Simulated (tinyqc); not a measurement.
# Inputs raised by 10 %, one at a time

Model: nucleation and growth of vacancy voids in a cooling silicon-like crystal. Computed by tinyqc, a small Python program. Command: `OMP_NUM_THREADS=1 python tinyqc.py 3012008 3012009 out.jsonl voids sens`. One thread of a shared host (Intel(R) Xeon(R) Processor @ 2.30GHz), about 0.3 s of CPU time with the checks.

Spherical voids; vacancies are lost only to voids.

Inputs (values chosen for the exercise, close to those used for silicon):
```
quantity                                    value    unit
vacancy density at the melting point C_m  4.4e+14  1/cm^3
formation energy E_f                         4.17      eV
melting point T_m                            1685       K
diffusion prefactor D0                     0.0017  cm^2/s
migration energy E_m                         0.35      eV
site density rho                            5e+22  1/cm^3
void surface energy gamma                   0.865   J/m^2
cooling rate q                                1.3   K/min
vacancy excess C0                         3.5e+13  1/cm^3
temperature of the worked step T             1370       K
temperature step                              0.2       K
```

Vacancy supply: given.

Constants: k_B = 8.617333262e-05 eV/K; k_B = 1.380649e-23 J/K; e = 1.602176634e-19 C.

Method:
- C = C0 as given.
- C_e = C_m exp[-(E_f/k_B)(1/T - 1/T_m)]; D = D0 exp(-E_m/(k_B T)); f = k_B T ln(C/C_e); r* = 2 gamma/(rho f); W* = 16 pi gamma^3/(3 rho^2 f^2); Z = f/sqrt(12 pi W* k_B T); I = rho Z (4 pi r* D C) exp(-W*/(k_B T)).
- March down from 1500 K in steps dT, dt = dT/q, with values at the upper end of each step: a class of I dt voids is born with r*; then all classes grow by r^2 += 2 D (C - C_e) dt/rho; C falls by the vacancies added to voids. Stop at 1150 K. T_n is the T of the largest I, N the final count (classes under 1e-6 /cm^3 are dropped), and the mean radius the number average.

Runs:
```
input moved                                           from        to  void density N (1/cm^3)  mean radius (nm)  rate I (1/(cm^3 s))  W*/(k_B T)
base run                                                 -         -                2.303e+05             89.29            1.496e+08       38.66
vacancy density at the melting point C_m (1/cm^3)  4.4e+14  4.84e+14                2.349e+05             88.70            2.240e+07       40.54
formation energy E_f (eV)                             4.17     4.587                2.424e+05             87.80            3.975e+12       28.62
diffusion prefactor D0 (cm^2/s)                     0.0017   0.00187                2.002e+05             93.57            1.646e+08       38.66
void surface energy gamma (J/m^2)                    0.865    0.9515                2.269e+05             89.61            3.950e+02       51.46
cooling rate q (K/min)                                 1.3      1.43                2.650e+05             85.20            1.496e+08       38.66
vacancy excess C0 (1/cm^3)                         3.5e+13  3.85e+13                2.157e+05             94.22            9.677e+08       36.91
```

Exponents ln(y'/y) / ln(x'/x):
```
input                                     void density N  mean radius    rate I  W*/(k_B T)
vacancy density at the melting point C_m           0.207       -0.070   -19.927       0.497
formation energy E_f                               0.535       -0.176   106.886      -3.154
diffusion prefactor D0                            -1.472        0.491     1.000       0.000
void surface energy gamma                         -0.160        0.038  -134.767       3.000
cooling rate q                                     1.472       -0.491     0.000       0.000
vacancy excess C0                                 -0.690        0.564    19.586      -0.486
```

Among the inputs moved here: void density N answers most in size to diffusion prefactor D0 (exponent -1.472), and about equally to cooling rate q (+1.472). Its exponent -1.472 in diffusion prefactor D0: only q/D matters. Its exponent +1.472 in cooling rate q: the scaling law of burst nucleation. Mean radius answers most in size to vacancy excess C0 (exponent +0.564), next to diffusion prefactor D0 (+0.491). Its exponent +0.491 in diffusion prefactor D0: only q/D matters. Its exponent -0.491 in cooling rate q: fixed volume shared among q^(3/2) voids. Rate I answers most in size to void surface energy gamma (exponent -134.767), next to formation energy E_f (+106.886); its exponent is below 0.0005 for cooling rate q. W*/(k_B T) answers most in size to formation energy E_f (exponent -3.154), next to void surface energy gamma (+3.000); its exponent is below 0.0005 for diffusion prefactor D0, cooling rate q.

Caution (rows formation energy E_f): at such a rate voids would have used up the initial excess before the crystal cooled to this T.
